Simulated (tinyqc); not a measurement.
AlGaN/GaN HEMT with access regions, lumped model: one step of the calculation.

A polarisation-induced electron sheet under a Schottky gate, in series with two ungated access regions and contacts. Drift law v = mu E/(1 + mu E/vs) under the gate. Currents in mA/mm, resistances in ohm mm. No self-heating, no channel-length modulation; fits for polarisation, barrier and offset are chosen for the exercise.

Problem. Polarisation charge, threshold and sheet resistance. sigma = (5e13 x + 1.6e13 x^2) cm^-2, phiB = 0.84 + 1.3 x, dEc = 0.7 (1.71 x + x^2) in volts, Cb = eps0 eps_r/d, VT = phiB - dEc - q sigma/Cb, access density n0 = -Cb VT/q. Rsh = 1/(q mu n0); largest access current q n0 vs.

Parameters, values chosen for the exercise; values close to those of AlGaN/GaN structures: aluminium share of the barrier x = 0.21; barrier thickness d = 25 nm; relative permittivity of barrier and channel eps_r = 9.1; channel mobility mu = 1900 cm^2/(V s); saturation velocity vs = 1.4e7 cm/s.

Constants: q = 1.602176634e-19 C, eps0 = 8.8541878128e-14 F/cm where lengths are in cm. Results are converted to the units shown.

Give: sigma; Cb; VT; n0; Rsh; q n0 vs.

Solution.

sigma = 1.121e13 cm^-2
Cb = 0.3223 uF/cm^2
VT = -4.740 V
n0 = 9.534e12 cm^-2
Rsh = 344.5 ohm
q n0 vs = 2139 mA/mm

Numbers from tinyqc (`OMP_NUM_THREADS=1 python tinyqc.py 2570038 2570039 out.jsonl`; about 0.04 s on one thread of a shared Intel Xeon 2.30GHz).
